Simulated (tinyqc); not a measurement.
# Off-state leakage of single and stacked transistors: two studies

n-channel devices of unit width. Subthreshold current I(Vg, Vs, Vd) = I0 (T/300 K)^0.5 exp[(Vg - Vs - VT(T) - gb (Vs - Vb) + dd (Vd - Vs))/(nf Vt)] (1 - exp(-(Vd - Vs)/Vt)), VT(T) = VT - cT (T - 300 K). Gate-edge tunnelling Ig (Vd/1 V) exp(ag (Vd - 1 V)), for a gate at 0 V, and band-to-band leakage Ab u exp(-Bb/u), u = Vd - Vb + 1 V, flow at a drain held at V; both are taken as independent of T. In a stack of off transistors (all gates at 0 V) the same subthreshold current passes through each.

Parameters, values chosen for the exercise; values of the order met in bulk silicon logic transistors:
- T = 378 K (temperature)
- V = 0.9 V (supply voltage)
- VT = 0.46 V (threshold at 300 K, zero drain and body bias)
- cT = 0.7 mV/K (fall of the threshold with temperature)
- I0 = 0.79 uA/um (current at threshold at 300 K)
- nf = 1.46 (slope factor)
- dd = 0.16 (drain-induced lowering per volt)
- gb = 0.09 (rise of the threshold per volt of source-body bias)
- Ig = 4e-6 uA/um (gate-edge tunnelling current at 1 V)
- ag = 4.4 1/V (exponential slope of the gate current)
- Ab = 2 uA/(um V) (prefactor of band-to-band leakage at the drain)
- Bb = 29 V (its exponential voltage)
- Vb = -0.6 V (body voltage)

Constants: q = 1.602176634e-19 C, kB = 1.380649e-23 J/K, Vt = kB T/q. Results are converted to the units shown.

Each table varies one quantity; the others keep the values above.

## Subthreshold current against the height of the stack

All n gates at 0 V, bottom source at 0 V, top drain at V; node voltages follow from equal currents.

Subthreshold current against the height of the stack:
```
n	I (nA/um)	reduction factor	drain voltage of the bottom device (mV)	source voltage of the top device (mV)	voltage across the top device (V)
1	1.168	1.000	900.0	0	0.9000
2	0.07681	15.21	103.6	103.6	0.7964
3	0.03784	30.87	30.20	130.5	0.7695
4	0.02513	46.50	17.66	146.1	0.7539
5	0.01882	62.08	12.51	157.1	0.7429
6	0.01505	77.64	9.698	165.6	0.7344
```

The second transistor cuts the current by a factor of 15.2, the third by a further 2.03 and the sixth by 1.25. The top device keeps 81.6 % of the supply at n = 6, while the drain voltage of the bottom one falls to 0.298 Vt.

## Leakage components against the body voltage

Same model as above.

One transistor with Vg = Vs = 0, Vd = V; stack factor I(one)/I(two in series).

The same in every row: gate edge (nA/um) = 0.002319; stack factor = 15.21.

Leakage components against the body voltage:
```
Vb (V)	subthreshold (nA/um)	band-to-band (nA/um)	total (nA/um)	largest part
0.2	5.310	1.327e-4	5.312	subthreshold
0	3.637	8.935e-4	3.640	subthreshold
-0.2	2.491	0.004225	2.497	subthreshold
-0.4	1.706	0.01538	1.724	subthreshold
-0.6	1.168	0.04583	1.217	subthreshold
-0.8	0.8002	0.1169	0.9194	subthreshold
-1	0.5481	0.2633	0.8137	subthreshold
-1.2	0.3754	0.5366	0.9143	band-to-band
-1.4	0.2571	1.007	1.266	band-to-band
```

As Vb goes from 0.2 to -1.4, the total leakage goes from 5.31 through a minimum of 0.814 (at Vb = -1 among the rows listed) to 1.27 nA/um. The subthreshold part leads at Vb = 0.2, the band-to-band part from -1.2 on. The exact minimum lies at Vb = -1.01 V: reverse body bias lowers the subthreshold part by a decade every nf Vt ln 10/gb = 1.22 V but raises the band-to-band part. The reduction by a stack of two stays at 15.2, for the subthreshold part alone. For Vb = 0.2 the body is forward biased; the junction current, left out, is still small at this voltage.

Numbers from tinyqc (`OMP_NUM_THREADS=1 python tinyqc.py 2242042 2242043 out.jsonl`; about 0.03 s on one thread of a shared Intel Xeon 2.30GHz).
